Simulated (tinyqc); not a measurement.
Inside a calculation: phonon-assisted absorption at an indirect gap. Values are carried at full precision from step to step, so a last printed digit may differ when a step is redone from the rounded ones.

alpha(E) = sum_j A_j [N_j (E - Eg + w_j)^2 + (N_j + 1)(E - Eg - w_j)^2], each bracket counted only where its base is positive; N_j = 1/(exp(w_j/kB T) - 1). The first term absorbs a phonon and the second emits one; excitons and direct transitions are left out.

Constants: kB = 8.617333262e-05 eV/K.

Values chosen for the exercise (loosely those of GaP at room temperature; Eg is not tied to T; shifted at random, so the results belong to these values and not to a real crystal):
- Eg = 2.279 eV (indirect gap, held fixed unless listed)
- w = (44.6, 12.6) meV (two zone-edge phonons)
- A = (6400, 550) 1/(cm eV^2) (their strengths)
- T = 200 K
- E = 2.3 eV (photon energy)
- nr = 3.37 (refractive index)
- d = 17 micrometre (thickness)
- xj = 0.069 micrometre (dead layer at the surface)
- W = 1.7 micrometre (depleted width)
- L = 25 micrometre (minority diffusion length below it)

## The four branches at one energy

Evaluate the occupations and each term.

N_j: [0.08130, 0.9282]

terms with phonon absorption (1/cm): [2.239, 0.5764]

terms with phonon emission (1/cm): [0, 0.07483]

alpha = 2.890 1/cm
wavelength hc/E (hc = 1239.841984 eV nm) = 539.1 nm

Phonon absorption supplies 97.4 % of alpha; the depth 1/alpha is 3.46e+03 micrometre.

## What a slab does with it

Slab of thickness d in air, incoherent passes: R = ((nr - 1)/(nr + 1))^2, x = exp(-alpha d); transmitted Tr = (1 - R)^2 x/(1 - R^2 x^2), reflected Rt = R + (1 - R)^2 R x^2/(1 - R^2 x^2), absorbed Ab = (1 - R)(1 - x)/(1 - R x).

d in cm is 1e-4 times the value in micrometres.

R = 0.2941
x = 0.9951
Tr = 0.5423
Rt = 0.4528
Ab = 0.0049

A single pass would absorb (1 - R)(1 - x) = 0.0035; the back face adds 0.0014.

## Quantum efficiency of a diode

Photodiode (Gaertner form with a dead layer): QE = (1 - R) exp(-alpha xj) [1 - exp(-alpha W)/(1 + alpha L)], R = ((nr - 1)/(nr + 1))^2; responsivity = QE/E in A/W for E in eV.

Evaluate the factors; 1 micrometre = 1e-4 cm.

passes the dead layer = 1.0000
collected share = 0.0077
QE = 0.0054
responsivity = 0.0024 A/W

Without diffusion from below the collected share would be 0.0005.

## Checks

- Tr + Rt + Ab against 1: both 1.000000.

tinyqc: `OMP_NUM_THREADS=1 python tinyqc.py 1680294 1680295 out.jsonl`; about 0.01 s, one thread, shared Intel(R) Xeon(R) Processor @ 2.30GHz.
